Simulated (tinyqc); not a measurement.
From results to parameters: Hubbard dimer. Computed by the program tinyqc.

Problem. A two-site Hubbard model with two electrons has its ground state at (U - sqrt(U^2 + 16 t^2))/2, the triplet at 0 and the odd ionic singlet at U. Find t, U and the double occupancy per site.

singlet-triplet splitting = 1.008802 eV
gap from the ground state to the ionic odd singlet = 5.998802 eV

Solution. The difference of the two gaps is U and their product is 4 t^2; the double occupancy per site is (1 - U/sqrt(U^2 + 16 t^2))/4.

t, U (eV): 1.230  4.990
double occupancy per site = 0.072
